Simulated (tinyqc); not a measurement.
From results back to parameters: round or elliptic silicon nanowire with anisotropic valleys (Ritz method). Four cases, with inputs chosen for the exercise.

Problem. For a circular wire every level scales as 1/R^2. The lowest level of group A was computed from a hidden radius.

Wire along x = [110] on a (001) wafer, y = [-110], z = [001]. Valley groups (w = inverse masses): A, two valleys along z: w_y = 1/mt, w_z = 1/ml, m_x = mt; B, four valleys in the wafer plane: w_y = (1/ml + 1/mt)/2, w_z = 1/mt, m_x = (ml + mt)/2.

Hard wall on the ellipse (y/a)^2 + (z/b)^2 = 1, c = hbar^2/2m0. With u = y/a, v = z/b the operator is -c [(w_y/a^2) d2/du2 + (w_z/b^2) d2/dv2] on the unit disc. Basis (1 - u^2 - v^2) u^i v^j; S, X and Y are the disc integrals of f f', (df/du)(df'/du) and (df/dv)(df'/dv), from the integral of u^p v^q = 2 Gamma((p+1)/2) Gamma((q+1)/2)/((p + q + 2) Gamma((p+q+2)/2)) for even p, q; H = c (w_y X/a^2 + w_z Y/b^2).

Converged values use 21 functions of each parity class (e or o in u, then in v).

Constants: hbar^2/2m0 = 3.80998211 eV angstrom^2.

Case 1.

Values chosen (out of a larger set: near those of a Si nanowire; not measured data): ml = 0.912 m0 (longitudinal mass); mt = 0.19 m0 (transverse mass).

level = 0.190799 eV

Case 2.

Values chosen (out of a larger set: near those of a Si nanowire; not measured data): ml = 0.916 m0 (longitudinal mass); mt = 0.187 m0 (transverse mass).

level = 0.064013 eV

Case 3.

Values chosen (out of a larger set: near those of a Si nanowire; not measured data): ml = 0.922 m0 (longitudinal mass); mt = 0.19 m0 (transverse mass).

level = 0.037173 eV

Case 4.

Values chosen (out of a larger set: near those of a Si nanowire; not measured data): ml = 0.93 m0 (longitudinal mass); mt = 0.193 m0 (transverse mass).

level = 0.042348 eV

Find: E R^2/c; R.

Solution.

Case 1.

E R^2/c = 18.078
R = 19.0 angstrom

Solve once for R = 1 and scale. The mean inverse mass would give 2.404826^2 (1/mt + 1/ml)/2 = 18.390, 1.7 % too high.

Case 2.

E R^2/c = 18.297
R = 33.0 angstrom

Solve once for R = 1 and scale. The mean inverse mass would give 2.404826^2 (1/mt + 1/ml)/2 = 18.620, 1.8 % too high.

Case 3.

E R^2/c = 18.040
R = 43.0 angstrom

Solve once for R = 1 and scale. The mean inverse mass would give 2.404826^2 (1/mt + 1/ml)/2 = 18.355, 1.7 % too high.

Case 4.

E R^2/c = 17.784
R = 40.0 angstrom

Solve once for R = 1 and scale. The mean inverse mass would give 2.404826^2 (1/mt + 1/ml)/2 = 18.092, 1.7 % too high.

Computed by tinyqc, one run a case: `OMP_NUM_THREADS=1 python tinyqc.py N N+1 out.jsonl` with N = 1280440, 1280540, 1280673, 1280685; one thread of a shared Intel(R) Xeon(R) Processor @ 2.30GHz, about 0.07 s a run at most.
